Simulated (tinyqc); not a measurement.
Worked calculation: one-electron ion in a basis of Gaussians. Computed by tinyqc, a small Python program that keeps every step. Settings: Z = 3, l = 0. Command: `OMP_NUM_THREADS=1 python tinyqc.py 23111 23112 out.jsonl` (the two numbers bound the seeds that draw the settings). One thread of a shared host (Intel(R) Xeon(R) Processor @ 2.60GHz), about 0.01 s of CPU time with the checks.

## Matrices over normalised Gaussians

exponents of r^l exp(-a r^2) (1/bohr^2): [0.673400, 1.915000, 5.448000, 15.500000, 44.090000]

Z = 3

l = 0

With p = a_i + a_j and I(k) = Gamma((k+1)/2) / (2 p^((k+1)/2)): S = I(2l+2), T = (2l+3) a_i a_j S / p, V = -Z I(2l+1), each divided by sqrt(S_ii S_jj).

S:
```
[[1.000000, 0.821920, 0.495053, 0.252520, 0.120121],
 [0.821920, 1.000000, 0.821802, 0.494920, 0.252475],
 [0.495053, 0.821802, 1.000000, 0.821784, 0.494960],
 [0.252520, 0.494920, 0.821784, 1.000000, 0.821843],
 [0.120121, 0.252475, 0.494960, 0.821843, 1.000000]]
```

T (hartree):
```
[[1.010100, 1.228460, 0.890087, 0.488901, 0.239019],
 [1.228460, 2.872500, 3.493329, 2.530658, 1.390094],
 [0.890087, 3.493329, 8.172000, 9.938143, 7.199961],
 [0.488901, 2.530658, 9.938143, 23.250000, 28.275379],
 [0.239019, 1.390094, 7.199961, 28.275379, 66.135000]]
```

V (hartree):
```
[[-3.928510, -4.476322, -4.146228, -3.437744, -2.720559],
 [-4.476322, -6.624845, -7.548678, -6.991545, -5.796928],
 [-4.146228, -7.548678, -11.174031, -12.732255, -11.792768],
 [-3.437744, -6.991545, -12.732255, -18.847648, -21.475920],
 [-2.720559, -5.796928, -11.792768, -21.475920, -31.787865]]
```

## Generalised eigenproblem

H = T + V (hartree):
```
[[-2.918410, -3.247862, -3.256142, -2.948843, -2.481540],
 [-3.247862, -3.752345, -4.055349, -4.460888, -4.406834],
 [-3.256142, -4.055349, -3.002031, -2.794113, -4.592806],
 [-2.948843, -4.460888, -2.794113, 4.402352, 6.799459],
 [-2.481540, -4.406834, -4.592806, 6.799459, 34.347135]]
```

Solve H C = S C e through S^(-1/2); each column has its largest component positive (the first on a tie).

eigenvalues of S: [0.018624, 0.093050, 0.381860, 1.291909, 3.214557]

eigenvalues (hartree): [-4.484148, -0.547813, 6.116725, 30.053094, 108.002211]

coefficients:
```
[[0.220578, 1.688460, -1.343767, 0.663943, -0.332650],
 [0.485645, -1.305915, 3.122029, -2.125129, 1.113117],
 [0.308502, 0.007695, -2.309091, 3.472039, -2.296103],
 [0.077887, -0.117371, 0.278822, -2.530560, 3.306680],
 [0.049817, -0.017518, -0.135759, 0.198460, -2.278850]]
```

For Z = 3 and l = 0 the exact lowest level is -Z^2/(2 n^2) with n = l + 1: -4.500000 hartree.
